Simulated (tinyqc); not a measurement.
Size effects in the resistivity of thin metal films and interconnect lines: one step, computed by the program tinyqc. Command: `OMP_NUM_THREADS=1 python tinyqc.py 3024852 3024853 out.jsonl size walk`. One thread of a shared host (Intel(R) Xeon(R) Processor @ 2.30GHz), about 0.01 s of CPU time with the checks.

Electrons lose their drift at surfaces (a share 1 - p of the hits) and at grain boundaries (reflection R), besides bulk scattering. The line sits in a trench with a non-conducting liner on both walls and the bottom; the spacing equals the drawn width.

Problem. Resistance and delay. Total: rho = rho_b [1 + surface excess + grain excess]; resistance per length rho/(w_m h_m); capacitance per length C = 2 k eps_0 (aspect ratio + 1/2), a parallel-plate estimate for two neighbours plus a fixed term for the planes above and below; delay 0.38 R C L^2; effective resistivity per drawn area.

Inputs (values chosen for the exercise, modelled on iridium):
```
quantity                          value         unit
bulk resistivity rho_b             5.03  microohm cm
aspect ratio (height over width)    2.8            -
line length                         110   micrometre
permittivity of the dielectric k    3.1            -
```

Geometry: line.

rho/rho_b from surfaces = 1.025998

rho/rho_b from grains = 1.171546

metal width w_m = 96.2 nm

metal height h_m = 271.2 nm

share of the trench filled by metal = 99.02920 %

Constants: eps_0 = 8.8541878128e-12 F/m.

Give: resistivity rho; resistance per length; capacitance per length; RC delay; effective resistivity per drawn area.

Solution.

resistivity rho = 6.0236 microohm cm

resistance per length = 2.3088 ohm/micrometre

capacitance per length = 0.18116 fF/micrometre

RC delay = 1.9232 ps

effective resistivity per drawn area = 6.0827 microohm cm

Of the factor 1.21 over bulk, scattering gives 1.20 and the liner 1.01; within scattering, grain boundaries outweigh surfaces (0.17 against 0.03, grains first).
